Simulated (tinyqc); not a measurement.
From ratio R back to photon energy: X-ray photoelectron analysis of a thin oxide on a semiconductor: attenuation lengths, thickness, angle series and band offsets. Computed by tinyqc, a small Python program. Command: `OMP_NUM_THREADS=1 python tinyqc.py 3110997 3110998 out.jsonl xps inv`. One thread of a shared host (Intel(R) Xeon(R) Processor @ 2.30GHz), about 0.01 s of CPU time with the checks.

The same element is seen in the oxide and in the substrate, at nearly the same kinetic energy; films are flat and uniform, and the work function is ignored.

Inputs (values chosen for the exercise, modelled on SiO2 on silicon):

| quantity | value | unit |
|---|---|---|
| binding energy of the core level | 99.4 | eV |
| oxide density | 2.2 | g/cm^3 |
| oxide formula mass | 60.08 | g/mol |
| valence electrons per oxide formula | 16 | - |
| oxide gap | 8.83 | eV |
| substrate density | 2.33 | g/cm^3 |
| substrate formula mass | 28.09 | g/mol |
| valence electrons per substrate formula | 4 | - |
| substrate gap | 1.12 | eV |
| oxide thickness d | 3.4 | nm |
| emission angle from the normal | 30 | degrees |
| attenuation length over inelastic mean free path | 0.93 | - |
| carbon overlayer | 0.38 | nm |

Method:
- TPP-2M: lambda = E/(E_p^2 [b ln(c E) - C/E + D/E^2]) in angstrom, E_p = 28.8 sqrt(N_v rho/M), b = -0.10 + 0.944/sqrt(E_p^2 + E_g^2) + 0.069 rho^0.1, c = 0.191/sqrt(rho), U = N_v rho/M, C = 1.97 - 0.91 U, D = 53.4 - 20.8 U, with E = photon energy less binding energy in eV.
- Attenuation length L = factor x lambda.
- R_0 = (rho_o/M_o) L_o/((rho_s/M_s) L_s); peak ratio R = I_ox/I_sub = R_0 [exp(d/(L_o cos theta)) - 1]; hence d = L_o cos theta ln(1 + R/R_0). A carbon layer weakens both peaks alike, by exp(-d_C/(L_o cos theta)) if its L is taken equal to L_o. This R_0 leaves out intrinsic losses from the substrate peak, so calibrated values can be larger.

Problem. A run gave the result below. Find the photon energy, known to lie between 450 and 860 eV.

ratio R = 5.222148

Solution.

Each step takes the trial c = (a f_b - b f_a)/(f_b - f_a), f being the result less the target and a, b, c the logarithms of the listed values; c replaces end b, the old b replaces a if the sign of f changed, and otherwise f_a is halved.

Scan of the range:

| photon energy (eV) | ratio R |
|---|---|
| 450 | 10.7504 |
| 501 | 8.1399 |
| 558 | 6.2763 |
| 622 | 4.9162 |
| 693 | 3.9170 |
| 772 | 3.1666 |
| 860 | 2.5927 |

False position (Illinois rule, in the logarithm of the input) inside the bracket:

| step | end a | end b | trial | ratio R |
|---|---|---|---|---|
| 1 | 558.000 | 622.000 | 606.991 | 5.18627 |
| 2 | 558.000 | 606.991 | 603.745 | 5.24811 |
| 3 | 606.991 | 603.745 | 605.106 | 5.22203 |
| 4 | 603.745 | 605.106 | 605.100 | 5.22215 |
| 5 | 603.745 | 605.100 | 605.100 | 5.22215 |
| 6 | 605.100 | 605.100 | 605.100 | 5.22215 |

Ratio R falls at every point of a 13-point scan of the range (every second point is shown), so one value fits; it is bracketed by 558 and 622. Answer: photon energy = 605.1 eV.
